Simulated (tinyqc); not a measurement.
Free-carrier optics of a doped semiconductor (Drude model with one polar phonon): sweeps and comparisons. A value that a table varies takes the place of the one given here.

eps(E) = ei [1 - Ep^2/(E^2 + i E Gam)] + (es - ei) wT^2/(wT^2 - E^2 - i E gT), with Ep^2 = 8 pi c (e^2/(4 pi eps0)) N/(m ei), c = hbar^2/2m0, N in 1/angstrom^3 (1e-24 per 1/cm^3); Gam = hbar/tau, tau = mu m m0/e with m0/e = 5.685630e-12 kg/C and mu in m^2/(V s). Energies in meV.

n + i k = sqrt(eps1 + i eps2) with k >= 0; R = ((n - 1)^2 + k^2)/((n + 1)^2 + k^2) at normal incidence from vacuum; alpha = 2 E k/(hbar c), times 1e8 for 1/cm; loss function Im(-1/eps) = eps2/(eps1^2 + eps2^2).

Constants: hbar^2/2m0 = 3.80998211 eV angstrom^2; e^2/(4 pi eps0) = 14.39964547 eV angstrom; hbar = 6.58211957e-16 eV s; hbar c = 1973.269805 eV angstrom.

Inputs chosen for the exercise (mass and dielectric values near those of GaAs; N and mu are free inputs; interband absorption and the rise of the mass with filling are left out; not measured data):
```
symbol  value    unit        meaning
m       0.0708   m0          conductivity mass
ei      11.09                high-frequency dielectric constant
wT      32.9     meV         TO phonon
es      13.1                 static dielectric constant
N       2.9e+17  1/cm^3      carrier density
mu      3200     cm^2/(V s)  mobility
gT      0.5      meV         phonon damping
E       25.7     meV         photon energy
```

## The coupled modes against doping

L-, L+ solve E^4 - (wL^2 + Ep^2) E^2 + Ep^2 wT^2 = 0, wL = wT sqrt(es/ei); damping left out; energies in meV.

Modes:
```
N (1/cm^3)      Ep     L-      L+  Ep sqrt(ei/es)
2.0e+16       5.93   5.44   35.83            5.45
7.0e+16      11.09  10.12   36.04           10.20
2.0e+17      18.74  16.80   36.71           17.24
4.0e+17      26.50  22.82   38.22           24.39
7.0e+17      35.06  27.61   41.78           32.26
1.0e+18      41.91  29.73   46.38           38.56
3.0e+18      72.58  32.16   74.25           66.78
7.0e+18     110.87  32.62  111.84          102.01
2.0e+19     187.41  32.81  187.95          172.43
```

wL = 35.76 meV

At low density L- follows Ep sqrt(ei/es) (5.44 against 5.45), a plasmon screened by the lattice, and L+ starts at wL. At the highest density L- has come within 0.09 meV of wT, since the carriers screen the field that lifts wL, and L+ is within 0.54 meV of Ep. The branches are closest, 14.17 meV, at 7e+17 1/cm^3 of those listed. The mass is held fixed, while in a real band it rises with filling.

## Reflectance across the plasma edge

Spectrum:
```
E (meV)     eps1    eps2      R  alpha (1/cm)
2.3      -166.76  399.60  0.899      4.04e+03
6.8       -64.87   58.67  0.859      6.02e+03
11.3      -23.35   16.62  0.802      5.84e+03
15.8       -6.78    6.65  0.637      4.57e+03
19.2       -0.17    3.85  0.283      2.76e+03
22.6        4.37    2.45  0.163      1.30e+03
24.8        6.93    1.94  0.213           916
28.2       11.77    1.62  0.304           672
33.9      -24.31    8.49  0.881      1.72e+04
45.1        6.06    0.36  0.179           338
67.7        9.24    0.10  0.255           111
112.8      10.46    0.02  0.278          37.1
```

Ep = 22.6 meV and Gam = 5.1 meV. R is 0.899 at the lowest energy and lowest, 0.163, at 22.6 meV of those listed; without damping and phonon it would vanish at Ep sqrt(ei/(ei - 1)) = 23.7 meV. At the highest energy R is 0.278, against 0.290 for ei alone. Between the last two rows alpha goes as E^-2.15, where the Drude limit far above Ep and Gam is E^-2; Gam and the phonon term both still act in these rows. The phonon adds its own band of high reflectance between wT = 32.9 meV and about wL = 35.8 meV, which the rows may miss.

## Free-carrier absorption and index change in the near infrared

At the wavelengths listed E = hc/lambda (hc = 1239.841984 eV nm). Approximate forms: alpha = ei Ep^2 Gam/(E^2 sqrt(ei) hbar c) and dn = -sqrt(ei) Ep^2/(2 E^2). The phonon term is left out here.

Free carriers:
```
lambda (micrometre)  E (meV)  alpha (1/cm)  alpha, approximate         dn  dn, approximate
1.31                   946.4         0.490               0.490  -0.000947        -0.000947
1.55                   799.9         0.687               0.686   -0.00133         -0.00133
2.00                   619.9          1.14                1.14   -0.00221         -0.00221
3.00                   413.3          2.57                2.57   -0.00497         -0.00496
5.00                   248.0          7.17                7.14    -0.0138          -0.0138
8.00                   155.0          18.5                18.3    -0.0355          -0.0353
10.60                  117.0          32.7                32.1    -0.0624          -0.0620
```

At 1.55 micrometre alpha = 0.687 1/cm and dn = -0.00133; a phase shift of pi needs a length lambda/(2 |dn|) = 585 micrometre, over which the loss is 0.17 dB. The approximate alpha is within 5 % up to 10.6 micrometre of the wavelengths listed; it needs photon energies well above both Ep and Gam, which lie at 54.9 and 242.6 micrometre. Interband and intervalley absorption are left out.

## What moves the optical constants

At the energy E. Each row changes one parameter from the base and keeps the others.

Results:
```
case                  Ep (meV)  Gam (meV)       R  alpha (1/cm)
base                     22.57       5.11  0.2358           819
N = 4.35e+17 1/cm^3      27.64       5.11  0.1573      1.64e+03
m = 0.085 m0             20.60       4.26  0.2593           556
mu = 1920 cm^2/(V s)     22.57       8.52  0.2546      1.19e+03
ei = 11.64               22.03       5.11  0.2164           846
E = 30.8 meV             22.57       5.11  0.4174           947
```

The largest shifts from the base row, up to three for each result and ties (the steps differ in size, so this ranks the rows, not the parameters). Ep (meV): N +5.07, m -1.97, ei -0.54; unchanged at the printed digits by mu and E. Gam (meV): mu +3.41, m -0.85; unchanged at the printed digits by N, ei and E. R: E +0.1816, N -0.0785, m +0.0235. alpha (1/cm): N +820, mu +374, m -264.

Program tinyqc; command `OMP_NUM_THREADS=1 python tinyqc.py 1680171 1680172 out.jsonl`; about 0.01 s on one thread of a shared Intel(R) Xeon(R) Processor @ 2.30GHz.
